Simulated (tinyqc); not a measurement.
Inside a calculation: optical gain and spontaneous emission in a bulk direct-gap semiconductor. Values are carried at full precision from step to step, so a last printed digit may differ when a step is redone from the rounded ones.

F_j(eta) = (1/Gamma(j + 1)) integral_0^infinity x^j dx/(1 + exp(x - eta)), which tends to exp(eta) for eta << 0.

Quasi-Fermi levels: n = Nc F_1/2(Fc/kT) and p = Nv F_1/2(Fv/kT), Fc counted up from the conduction edge and Fv down from the valence edge; Nc, Nv from N = 2 (m kB T/(4 pi c))^(3/2) with c = hbar^2/2m0, in 1/angstrom^3; times 1e24 for 1/cm^3, with me and (mhh^(3/2) + mlh^(3/2))^(2/3).

Constants: hbar^2/2m0 = 3.80998211 eV angstrom^2; kB = 8.617333262e-05 eV/K; fine-structure constant alpha = 0.007297352564; hbar = 6.58211957e-16 eV s; hbar c = 1973.269805 eV angstrom.

Values chosen for the exercise (near those of GaAs; shifted at random, so the results belong to these values and not to a real crystal):
- me = 0.0689 m0 (electron mass)
- mhh = 0.518 m0 (heavy-hole mass)
- mlh = 0.0818 m0 (light-hole mass)
- n = 5e+18 1/cm^3 (injected density, n = p)
- T = 400 K
- Eg = 1.447 eV (direct gap)
- Ep = 26.7 eV (Kane energy)
- nr = 3.66 (refractive index)
- E = 1.511 eV (photon energy)

## Quasi-Fermi levels

Solve for Fc and Fv.

kT = 0.034469 eV
Nc = 6.987e+17 1/cm^3
Nv = 1.531e+19 1/cm^3
Fc = 0.1478 eV
Fv = -0.0346 eV
Fc + Fv = 0.1132 eV

The separation of the quasi-Fermi levels exceeds the gap, so photons between Eg and Eg + (Fc + Fv) see gain. The quasi-Fermi level of the electrons lies inside the band, that of the holes in the gap.

## Absorption of the empty crystal

Parabolic bands, vertical transitions, no excitons. For each hole band j: mr = me mj/(me + mj); joint density of states J_j(E) = (mr/c)^(3/2) sqrt(E - Eg)/(2 pi^2), both spins, c = hbar^2/2m0; averaged matrix element |e.p|^2 = m0 Ep/6; alpha_j(E) = 4 pi^2 alpha_f c Ep J_j/(3 nr E) in 1/angstrom (alpha_f the fine-structure constant, listed as alpha among the constants), times 1e8 for 1/cm.

Evaluate at E for heavy and light holes.

mr, J and alpha of each hole band:
```
hole   mr (m0)  J (1/(eV angstrom^3))  alpha (1/cm)
heavy  0.06081              2.584e-05        4565.1
light  0.03740              1.246e-05        2201.7
```

The heavy-hole band gives 67 % of the total, 6767 1/cm.

## Occupations and gain at E

For band j the electron sits at Ee = (E - Eg) mr/me above its edge and the hole at Eh = (E - Eg) mr/mj; fe = 1/(1 + exp((Ee - Fc)/kT)), fh = 1/(1 + exp((Eh - Fv)/kT)); gain g = sum_j alpha_j (fe + fh - 1).

Use mr and alpha from the table.

Energies, occupations and gain of each hole band:
```
hole   Ee (eV)  Eh (eV)     fe     fh  g (1/cm)
heavy   0.0565   0.0075  0.934  0.228       738
light   0.0347   0.0293  0.964  0.136       219
```

total gain = 956 1/cm

E - Eg = 0.0640 eV is below Fc + Fv = 0.1132 eV, so both bands give gain (Bernard-Duraffourg).

## Spontaneous emission

Spontaneous rate: R = integral of (nr E/(hbar c))^2/(pi^2 hbar) sum_j alpha_j fe fh dE, with alpha in 1/cm and (nr E/(hbar c))^2 in 1/cm^2 (1e16 per 1/angstrom^2); B = R/(n p); lifetime n/R.

Integrate over photon energy.

R = 2.71e+27 1/(cm^3 s)
B = 1.09e-10 cm^3/s
radiative lifetime = 1.84 ns

## Checks

- B at n = 1e13 1/cm^3 against the van Roosbroeck-Shockley value from alpha and ni^2 (cm^3/s): both 1.70e-10.

(tinyqc, `OMP_NUM_THREADS=1 python tinyqc.py 1650404 1650405 out.jsonl`, Intel(R) Xeon(R) Processor @ 2.30GHz, 1 thread, shared host, about 0.08 s.)
